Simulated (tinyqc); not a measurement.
# Free and trapped electrons in a MOS channel with a dense trap tail: free and trapped charge against gate voltage

p-type body, charge-sheet picture, full ionisation (an idealisation for deep acceptors), Boltzmann statistics for free electrons. e = Ec - EF at the surface. Acceptor-like traps of density D(E) = D0 + De exp(-E/Ew) at depth E below Ec, from 0 to Eu, hold n_t = integral of D(E)/(1 + exp((e - E)/Vt)). psi = Eg - Vt ln(Nv/Na) - e; N_dep = sqrt(2 eps0 eps_r Na (psi - Vt)/q); n_f = sqrt(N_dep^2 + 2 eps0 eps_r Vt Nc exp(-e/Vt)/q) - N_dep; Vg = Vfb + psi + q (N_dep + n_t + n_f)/Cox, Cox = eps0 eox/tox.

Free share n_f/(n_f + n_t); swing ln 10 n_f/(dn_f/dVg); field-effect mobility mf q (dn_f/dVg)/Cox, for a constant mf; oxide field q (N_dep + n_t + n_f)/(eps0 eox).

Inputs (values chosen for the exercise); band and dielectric values close to those of 4H silicon carbide: temperature T = 250 K; band gap Eg = 3.31 eV; relative permittivity eps_r = 9.72; conduction-band density of states at T Nc = 1.31e19 cm^-3; valence-band density of states at T Nv = 1.88e19 cm^-3; relative permittivity of the insulator eox = 3.9; insulator thickness tox = 41 nm; acceptor density Na = 4.4e16 cm^-3; flat-band voltage without trapped charge Vfb = -2.42 V; constant background density of acceptor-like traps D0 = 9.6e10 cm^-2 eV^-1; density of the tail at the conduction edge De = 5.4e12 cm^-2 eV^-1; decay energy of the tail Ew = 0.14 eV; depth below Ec down to which the traps reach Eu = 0.97 eV; mobility of free electrons mf = 81 cm^2/(V s).

Constants: q = 1.602176634e-19 C, kB = 1.380649e-23 J/K, Vt = kB T/q, eps0 = 8.8541878128e-14 F/cm where lengths are in cm. Results are converted to the units shown.

Results:
columns A: Vg (V); B: e (eV); C: n_f (cm^-2); D: n_t (cm^-2); E: free share (%); F: swing (mV/decade); G: field-effect mobility (cm^2/(V s)); H: oxide field (MV/cm)
```
A            B         C         D         E        F         G       H
3       0.2885   1.987e6  1.648e11  0.001205    145.9  0.004832  0.6168
3.8     0.1076   8.510e9  4.456e11     1.874    358.3     8.426  0.7678
4.6    0.04124  1.720e11  6.548e11     20.80     1173     52.02  0.9468
5.5    0.01381  5.368e11  7.433e11     41.93     2752     69.21   1.160
6.3  -1.798e-4  9.113e11  7.793e11     53.90     4349     74.34   1.351
7.2   -0.01141  1.354e12  8.015e11     62.82     6243     76.96   1.568
8.9   -0.02645  2.216e12  8.222e11     72.94     9956     78.98   1.979
9.7   -0.03195  2.628e12  8.275e11     76.05  1.174e4     79.43   2.173
```

Estimate the missing row, Vg = 8 V.

Computed row:
columns A: Vg (V); B: e (eV); C: n_f (cm^-2); D: n_t (cm^-2); E: free share (%); F: swing (mV/decade); G: field-effect mobility (cm^2/(V s)); H: oxide field (MV/cm)
```
A         B         C         D      E     F      G      H
8  -0.01921  1.757e12  8.135e11  68.35  7974  78.18  1.761
```

With this row back in the table: n_f reaches 1e11 cm^-2 at Vg = 4.37 V, against 3.20 V without traps. The free share rises from 0.00121 to 76.1 % and the field-effect mobility rises from 0.00483 to 79.4 cm^2/(V s), although mf = 81 is constant: in the last row 98.1 % of Cox dVg goes into free electrons. The swing in the first row is 146 mV a decade (Vt ln 10 = 49.6). For Vg = 4.6, 5.5, 6.3, 7.2, 8, 8.9, 9.7 EF lies less than 2 Vt below the band edge, or above it, where degeneracy and confinement, left out, matter.

Computed by the program tinyqc: `OMP_NUM_THREADS=1 python tinyqc.py 2222052 2222053 out.jsonl`, one thread of a shared Intel Xeon 2.30GHz, about 0.02 s for the whole run.
